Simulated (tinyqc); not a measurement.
Worked calculation: exciton in an atomically thin sheet (Rytova-Keldysh potential). Values are carried at full precision from step to step, so a last printed digit may differ when a step is redone from the rounded ones.

Constants: Ry = 13.60569312 eV; a0 (Bohr radius) = 0.5291772105 angstrom; hbar^2/2m0 = 3.80998211 eV angstrom^2; e^2/(4 pi eps0) = 14.39964547 eV angstrom.

Parameters, chosen for this exercise (near those of a WS2 monolayer; not measured data): me = 0.319 m0 (electron mass); mh = 0.453 m0 (hole mass); kap = 4.5 (mean dielectric constant of the surroundings); Eg = 2.221 eV (gap, in these surroundings); al = (0.0006, 0.0027, 0.0121, 0.0547) 1/angstrom^2 (exponents a_i); r0 = 35.9 angstrom (screening length of the sheet).

## Exciton units

1/mu = 1/me + 1/mh, Ry* = Ry mu/kap^2, a* = a0 kap/mu.

mu = 0.18719 m0
Ry* = 125.767 meV
a* = 12.72 angstrom

## Hydrogen-like series

Binding Ry*/n^2 in three dimensions and Ry*/(n - 1/2)^2 in two; strengths relative to n = 1 go as 1/n^3 and (1/2)^3/(n - 1/2)^3. Lines at Eg less the binding.

Series:
```
n  3D binding (meV)  3D line (eV)  3D strength  2D binding (meV)  2D line (eV)  2D strength
1            125.77        2.0952       1.0000            503.07        1.7179       1.0000
2             31.44        2.1896       0.1250             55.90        2.1651       0.0370
3             13.97        2.2070       0.0370             20.12        2.2009       0.0080
4              7.86        2.2131       0.0156             10.27        2.2107       0.0029
```

## Overlap and kinetic matrices

Relative motion in the plane with V(k) = -2 pi q/(k (kap + r0 k)), q = e^2/(4 pi eps0), c = hbar^2/2m0. Normalised Gaussians exp(-a_i r^2): with A = a_i + a_j, S_ij = 2 sqrt(a_i a_j)/A, T_ij = (4c/mu)(a_i a_j/A) S_ij, V_ij = -q S_ij times the integral over k from 0 to infinity of exp(-k^2/4A)/(kap + r0 k).

Form S and T.

S:
```
[[1.00000, 0.77139, 0.42432, 0.20719],
 [0.77139, 1.00000, 0.77240, 0.42344],
 [0.42432, 0.77240, 1.00000, 0.77026],
 [0.20719, 0.42344, 0.77026, 1.00000]]
```

T (eV):
```
[[0.02442, 0.03083, 0.01975, 0.01001],
 [0.03083, 0.10991, 0.13882, 0.08870],
 [0.01975, 0.13882, 0.49257, 0.62137],
 [0.01001, 0.08870, 0.62137, 2.22674]]
```

## Potential matrix

Evaluate the integrals numerically.

V (eV):
```
[[-0.15417, -0.17570, -0.15342, -0.11467],
 [-0.17570, -0.27183, -0.29304, -0.23665],
 [-0.15342, -0.29304, -0.44011, -0.44767],
 [-0.11467, -0.23665, -0.44767, -0.65653]]
```

## Levels in the small basis

Solve (T + V) u = E S u; give the two lowest levels and the ground vector with u S u = 1 and its largest component positive.

levels (eV): [-0.1739, -0.0014]

ground vector: [0.340, 0.618, 0.119, 0.019]

## The converged series

Converged values use 20 Gaussians with exponents 2^i/b^2, i = -11 to 8, b the larger of a0 kap/(2 mu) and sqrt(a0 r0/mu), a0 = 0.5291772 angstrom; p states use r exp(i theta) exp(-a r^2).

Levels against the two-dimensional hydrogen series Ry*/(n - 1/2)^2; eps_n is the dielectric constant that would give each level in that series.

Series:
```
state  binding (meV)  hydrogen (meV)  eps_n  Eg + E (eV)
1s             174.1           503.1   7.65        2.047
2p              47.8            55.9   4.86        2.173
2s              37.4            55.9   5.50        2.184
3p              18.4            20.1   4.70        2.203
3s              15.7            20.1   5.09        2.205
```

eps_n falls from 7.65 (1s) to 5.09 (3s) towards kap = 4.5: larger orbits see less of the sheet. 2p is bound 10.5 meV more strongly than 2s, which pure Coulomb attraction keeps degenerate. The small basis misses the 1s binding by 0.2 meV.

## Checks

- 1s binding for r0 = 0 against 4 Ry*, meV: 502.9 against 503.1.
- 2p binding for r0 = 0 against 4 Ry*/9, meV: both 55.90.

Program tinyqc; command `OMP_NUM_THREADS=1 python tinyqc.py 1281067 1281068 out.jsonl`; about 0.02 s on one thread of a shared Intel(R) Xeon(R) Processor @ 2.30GHz.
